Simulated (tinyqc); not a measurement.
Charge neutrality level from zone-averaged pseudopotential bands: one step. The neutrality level. Two cases, with inputs chosen for the exercise.

Task: Energies are counted from the valence top at Gamma. E_N = (1/2) weighted mean of [E5 + (E3 + E4)/2]. Compare with half the smallest indirect gap, min(Delta/X, L)/2, and give the barrier for electrons in the limit of full pinning, min(gaps) - E_N.

Case 1.

Levels (eV):

| kx | ky | kz | weight | E3 | E4 | E5 | E6 |
|---|---|---|---|---|---|---|---|
| 0.166667 | 0.166667 | 0.166667 | 2 | -0.209793 | -0.209793 | 2.095217 | 4.656258 |
| 0.500000 | 0.166667 | 0.166667 | 6 | -1.145504 | -0.959030 | 2.957831 | 4.141842 |
| 0.500000 | 0.500000 | 0.166667 | 6 | -1.832904 | -0.726339 | 2.920008 | 4.738619 |
| 0.500000 | 0.500000 | 0.500000 | 1 | -0.693472 | -0.693472 | 1.653291 | 4.811097 |
| 0.833333 | 0.166667 | 0.166667 | 6 | -2.120731 | -1.505818 | 2.460725 | 3.697040 |
| 0.833333 | 0.500000 | 0.166667 | 6 | -2.411658 | -1.542298 | 3.948442 | 4.384401 |

gaps to Gamma, Delta/X, L (eV): 0.870185  2.056052  1.653291

Case 2.

Levels (eV):

| kx | ky | kz | weight | E3 | E4 | E5 | E6 |
|---|---|---|---|---|---|---|---|
| 0.166667 | 0.166667 | 0.166667 | 2 | -0.292334 | -0.292334 | 2.472741 | 4.932658 |
| 0.500000 | 0.166667 | 0.166667 | 6 | -1.563051 | -1.304158 | 3.001320 | 4.654950 |
| 0.500000 | 0.500000 | 0.166667 | 6 | -2.470327 | -0.972750 | 3.119849 | 4.946142 |
| 0.500000 | 0.500000 | 0.500000 | 1 | -0.920495 | -0.920495 | 1.654651 | 4.920624 |
| 0.833333 | 0.166667 | 0.166667 | 6 | -2.870913 | -2.009052 | 2.187341 | 3.709804 |
| 0.833333 | 0.500000 | 0.166667 | 6 | -3.253269 | -2.103974 | 4.254074 | 4.471291 |

gaps to Gamma, Delta/X, L (eV): 1.463434  1.720415  1.654651

Give: mean of E5; mean of (E3 + E4)/2; E_N; half the indirect gap; pinned barrier for electrons.

Result:

Case 1.

mean of E5 = 2.9469 eV
mean of (E3 + E4)/2 = -1.4017 eV
E_N = 0.7726 eV
half the indirect gap = 0.8266 eV
pinned barrier for electrons = 0.0976 eV

E_N lies at 89 % of the gap from the valence top, so pinned contacts have the lower barrier for electrons. The two estimates differ by 0.05 eV; both rules are good to a few tenths of an eV only, so a position within that distance of a band edge or of mid-gap is not settled. Local form factors place the indirect gaps only to a few tenths of an eV, and E_N moves with them. Spin-orbit coupling, left out, would lift the valence top by a third of its splitting.

Case 2.

mean of E5 = 3.0361 eV
mean of (E3 + E4)/2 = -1.8944 eV
E_N = 0.5709 eV
half the indirect gap = 0.8273 eV
pinned barrier for electrons = 0.8925 eV

E_N lies at 39 % of the gap from the valence top, so pinned contacts have the lower barrier for holes. The two estimates differ by 0.26 eV; both rules are good to a few tenths of an eV only, so a position within that distance of a band edge or of mid-gap is not settled. Local form factors place the indirect gaps only to a few tenths of an eV, and E_N moves with them. Spin-orbit coupling, left out, would lift the valence top by a third of its splitting.

Computed by tinyqc, one run a case: `OMP_NUM_THREADS=1 python tinyqc.py N N+1 out.jsonl` with N = 1850789, 1850799; one thread of a shared Intel(R) Xeon(R) Processor @ 2.30GHz, about 0.08 s a run at most.
